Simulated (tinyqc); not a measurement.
Estimate of lattice thermal conductivity from elastic moduli (Slack, Klemens and Cahill formulas): one step, computed by the program tinyqc.

An isotropic solid.

Question. Minimum conductivity. Cahill minimum: kappa_min = (pi/6)^(1/3) k_B V^(-2/3) sum over L, T, T of v (T/Theta_i)^2 int_0^(Theta_i/T) x^3 e^x/(e^x - 1)^2 dx, Theta_i = Theta v_i/v_m (64 Gauss-Legendre points). Its high-temperature limit is (1/2) (pi/6)^(1/3) k_B V^(-2/3) (vL + 2 vT).

Inputs (values chosen for the exercise, for a model crystal): volume per atom V = 7.12 angstrom^3; temperature T = 300 K.

Grueneisen parameter: from the Poisson ratio.

vL = 4464.989 m/s

vT = 2447.653 m/s

Debye temperature Theta = 422.3170 K

v_m = 2728.907 m/s

kappa of the polycrystal = 21.26559 W/(m K)

Constants: k_B = 1.380649e-23 J/K.

Give: kappa_min; its high-temperature limit; kappa_poly/kappa_min.

Answer.

kappa_min = 1.235 W/(m K)

its high-temperature limit = 1.407 W/(m K)

kappa_poly/kappa_min = 17.22

Caution: T lies below Theta_a, where umklapp processes begin to freeze out and the Slack formula can fall short.
